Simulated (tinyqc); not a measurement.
Longitudinal sound in a periodic multilayer: transfer matrices, stop bands and folded phonons: one step, computed by the program tinyqc. Command: `OMP_NUM_THREADS=1 python tinyqc.py 3019048 3019049 out.jsonl multilayer walk`. One thread of a shared host (Intel(R) Xeon(R) Processor @ 2.30GHz), about 0.01 s of CPU time with the checks.

Layers 1 and 2 repeat with period d = d_1 + d_2; waves travel normal to the layers, without loss. State vector (u, s): displacement u and stress divided by omega. Impedances Z = rho v are in 1e6 kg/(m^2 s).

Question. Transfer matrix of one period. A layer maps (u, s) by [[cos p, sin p/Z], [-Z sin p, cos p]], p = 2 pi f d_i/v_i; one period is M = M_2 M_1, and cos(q d) = trace(M)/2.

Inputs (values chosen for the exercise, modelled on silica (layer 1), silicon nitride (layer 2) and gallium arsenide (substrate)):
```
quantity       value  unit
velocity v_1    5890   m/s
thickness d_1   7.55    nm
velocity v_2    9910   m/s
thickness d_2   12.6    nm
frequency f      275   GHz
```

Z_2 = 30.4237

Z_1 = 12.8402

Give: phase p_1; phase p_2; M; trace(M)/2.

Answer.

phase p_1 = 2.2148 rad

phase p_2 = 2.1969 rad

M:
```
          1          2
1  0.078372  -0.052487
2    20.820    -1.1835
```

trace(M)/2 = -0.55256

|trace/2| < 1: f lies in a pass band, with q d = 2.1562 rad (folded into 0 to pi).
